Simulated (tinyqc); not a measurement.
FCI on RHF in the 3-21g basis, for H-, spin multiplicity 1, step by step. The basis has no diffuse functions, so it cannot describe the extra electron: this is an exercise in the method, not the real anion. One step of it, computed by the program tinyqc.

Question. FCI: determinants and Hamiltonian. Slater-Condon rules over spin orbitals, with the nuclear repulsion added and E(HF) subtracted on the diagonal. Only determinants linked to the reference directly or through others are kept (one block of an abelian symmetry group), so some states are absent.

one-electron integrals over orbitals h = C^T H C (hartree):
```
[[-0.477790, -0.139972],
 [-0.139972, 0.568075]]
```

Two-electron integrals over orbitals (pq|rs), unique and non-zero (hartree):
```
(11|11) 0.555159   (21|11) 0.139972   (21|21) 0.137755   (22|11) 0.620272
(22|21) 0.250869   (22|22) 0.823223
```

nuclear repulsion = 0 hartree

Hartree-Fock energy = -0.40042020 hartree

Give: determinants; H - E(HF) between determinants.

Answer.

Occupation strings over the orbitals (2 doubly, a alpha, b beta, 0 empty; spin orbitals ordered 1a 1b 2a 2b ...): 20 ab ba 02

H - E(HF) between determinants (hartree), order 20, ab, ba, 02:
```
[[0.0000, 0.0000, 0.0000, 0.1378],
 [0.0000, 1.1110, -0.1378, 0.1109],
 [0.0000, -0.1378, 1.1110, -0.1109],
 [0.1378, 0.1109, -0.1109, 2.3598]]
```
